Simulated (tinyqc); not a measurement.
Schottky barrier on an n-type semiconductor with a surface-enhanced doping, non-linear Poisson equation by Newton steps: two steps of the calculation.

One dimension, metal at x = 0, donor density C(x) = Nd + N0 exp(-x/Ls). Energies are counted from the electron Fermi level of the semiconductor and the conduction-band edge is Ec = -psi, so n = Nc exp(psi/Vt); holes follow the Fermi level of the metal, at -V, so p = Nv exp((V - psi - Eg)/Vt). Ends: psi(0) = V - phiB and psi = Vt ln(Nd/Nc) deep inside. Boltzmann statistics, full ionisation, no current, no image force in the Poisson equation.

Inputs (values chosen for the exercise); band and dielectric values close to those of silicon:
- T = 400 K (temperature)
- Eg = 1.11 eV (band gap)
- eps_r = 11.5 (relative permittivity)
- Nc = 4.33e19 cm^-3 (conduction-band density of states at T)
- Nv = 4.02e19 cm^-3 (valence-band density of states at T)
- Nd = 5.5e17 cm^-3 (donor density deep in the semiconductor)
- phiB = 0.63 eV (barrier height)
- V = 0 V (bias of the metal against the semiconductor)

Constants: q = 1.602176634e-19 C, kB = 1.380649e-23 J/K, Vt = kB T/q, eps0 = 8.8541878128e-14 F/cm where lengths are in cm. Results are converted to the units shown.

Task 1. End potentials, built-in voltage, Debye length. psi_0 = V - phiB, psi_b = Vt ln(Nd/Nc), Vbi = phiB - Vt ln(Nc/Nd), LD = sqrt(eps0 eps_r Vt/(q Nd)), W = sqrt(2 eps0 eps_r (Vbi - V)/(q Nd)), hole density at the metal p_0 = Nv exp((phiB - Eg)/Vt).

Wanted: psi_0; psi_b; Vbi; LD; W for uniform Nd; p_0.

Result 1.

psi_0 = -0.63000 V
psi_b = -0.15049 V
Vbi = 0.47951 V
LD = 6.3111 nm
W for uniform Nd = 33.289 nm
p_0 = 3.6016e13 cm^-3

The hole density at the metal is 6.5e-5 times Nd, so holes hardly matter.

Task 2. Converged densities, field and barrier lowering. n and p as above; E_i = -(psi_(i+1) - psi_i)/h_i; at the metal |E_0| = |E on interval 0| + q rho_0 (h_0/2)/(eps0 eps_r), rho_0 = p_0 - n_0 + C_0; image-force lowering dphi = sqrt(q |E_0|/(4 pi eps0 eps_r)).

| node | x (nm) | converged psi (V) | donor density C (cm^-3) |
|---|---|---|---|
| 0 | 0 | -0.63000000 | 5.85e18 |
| 1 | 16 | -0.10767643 | 3.1110929e18 |
| 2 | 34.7 | -0.11309167 | 1.6446494e18 |
| 3 | 56.4 | -0.13101138 | 9.5822796e17 |
| 4 | 81.8 | -0.14291095 | 6.7867377e17 |
| 5 | 111 | -0.14826266 | 5.8412423e17 |
| 6 | 146 | -0.15001760 | 5.5695248e17 |
| 7 | 186 | -0.15041438 | 5.5112853e17 |
| 8 | 233 | -0.15048338 | 5.5013326e17 |
| 9 | 288 | -0.15049197 | 5.5001094e17 |
| 10 | 352 | -0.15049275 | 5.5000060e17 |

Wanted: n; p; field E; |E_0| at the metal; image-force lowering.

Result 2.

| node | n (cm^-3) | p (cm^-3) |
|---|---|---|
| 0 | 4.9985e11 | 3.6016e13 |
| 1 | 1.9047e18 | 9.4516e6 |
| 2 | 1.6278e18 | 1.1059e7 |
| 3 | 9.6787e17 | 1.8600e7 |
| 4 | 6.8531e17 | 2.6269e7 |
| 5 | 5.8676e17 | 3.0681e7 |
| 6 | 5.5763e17 | 3.2283e7 |
| 7 | 5.5125e17 | 3.2657e7 |
| 8 | 5.5015e17 | 3.2723e7 |
| 9 | 5.5001e17 | 3.2731e7 |
| 10 | 5.5000e17 | 3.2732e7 |

| interval | field E (kV/cm) |
|---|---|
| 0 | -326.45 |
| 1 | 2.90 |
| 2 | 8.26 |
| 3 | 4.68 |
| 4 | 1.83 |
| 5 | 0.50 |
| 6 | 0.10 |
| 7 | 0.01 |
| 8 | 0.00 |
| 9 | 0.00 |

|E_0| at the metal = 1062.8 kV/cm
image-force lowering = 115.36 mV

Numbers from tinyqc (`OMP_NUM_THREADS=1 python tinyqc.py 2020014 2020015 out.jsonl`; about 0.1 s on one thread of a shared Intel Xeon 2.30GHz).
